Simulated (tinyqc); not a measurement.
Inside a calculation. Model: frequency dispersion of an accumulation capacitance by border traps, distributed model.

tinyqc, about 0.8 s, one thread, Intel Xeon 2.30GHz (shared host): `OMP_NUM_THREADS=1 python tinyqc.py 2202039 2202040 out.jsonl` Printed values are rounded.

Traps spread evenly through the insulator exchange electrons with the semiconductor by tunnelling, with tau(x) = t0 exp(2 ka x) at depth x from the interface. The admittance per area Y seen at depth x obeys dY/dx = -Y^2/(i w eps0 eox) + q Nb ln(1 + i w tau)/tau, with Y(0) = i w Cs and w = 2 pi f; the gate sees Y(tox) = G + i w C. Working variable y = Y/(i w), in uF/cm^2. Cox = eps0 eox/tox.

Inputs (values chosen for the exercise); permittivity close to that of silicon dioxide: relative permittivity of the insulator eox = 3.79; insulator thickness tox = 11 nm; semiconductor capacitance in accumulation Cs = 5.5 uF/cm^2; density of border traps Nb = 1.1e20 cm^-3 eV^-1; decay constant of the wave function in the insulator ka = 3.9 1/nm; time constant of a trap at the interface t0 = 9e-11 s; frequency f = 1e6 Hz; depth down to which the steps are taken xe = 1.6 nm.

Constants: q = 1.602176634e-19 C, eps0 = 8.8541878128e-14 F/cm where lengths are in cm. Results are converted to the units shown.

## Scales and lumped estimate

Cox; trap-free value 1/(1/Cox + 1/Cs); response depth d = ln(1/(w t0))/(2 ka), where w tau = 1; lumped estimate: all traps within d act as C_bt = q Nb d placed at d/2, so C = 1/{1/[1/(1/Cs + d/(2 eps0 eox)) + C_bt] + (tox - d/2)/(eps0 eox)}.

Cox = 0.3050670 uF/cm^2
trap-free C = 0.2890352 uF/cm^2
d = 0.9586954 nm
C_bt = 1.689599 uF/cm^2
lumped C = 0.2989733 uF/cm^2

The traps within reach amount to 0.307 Cs and lie in the first 8.72 % of the insulator.

## Midpoint steps through the active depth

In terms of y: dy/dx = -y^2/(eps0 eox) + s(x), s = q Nb ln(1 + z)/z, z = i w tau. 8 midpoint steps of h = xe/8: y_half = y + (h/2) y'(x, y), y(new) = y + h y'(x + h/2, y_half).

```
point  x (nm)    s (uF/(cm^2 nm))         y (uF/cm^2)
0           0  1.762394-0.000498i  5.500000+0.000000i
1         0.2  1.762390-0.002371i  4.493689-0.000189i
2         0.4  1.762298-0.011284i  3.859791-0.001042i
3         0.6  1.760217-0.053603i  3.443171-0.005137i
4         0.8  1.715336-0.245380i  3.157905-0.024686i
5           1  1.205174-0.680852i  2.924297-0.102356i
6         1.2  0.380961-0.508137i  2.608016-0.186764i
7         1.4  0.086770-0.194126i  2.291408-0.191551i
8         1.6  0.018533-0.059272i  2.027343-0.166135i
```

## Capacitance and conductance at the gate

y at xe = 2.027343-0.166135i uF/cm^2

Beyond xe the traps are ignored, so 1/y(tox) = 1/y(xe) + (tox - xe)/(eps0 eox); C = Re y, G/w = -Im y, loss tangent G/(w C).

y at the gate = 0.3038010-0.0037063i uF/cm^2
C = 0.3038010 uF/cm^2
G/w = 0.003706309 uF/cm^2
loss tangent = 0.01219979

A fine integration over the whole insulator gives C = 0.30354 and G/w = 0.004074 uF/cm^2; the coarse G/w is 9.0 % below that. The fine C is 5.0 % above the trap-free value, and the lumped estimate is 1.5 % below the fine result.
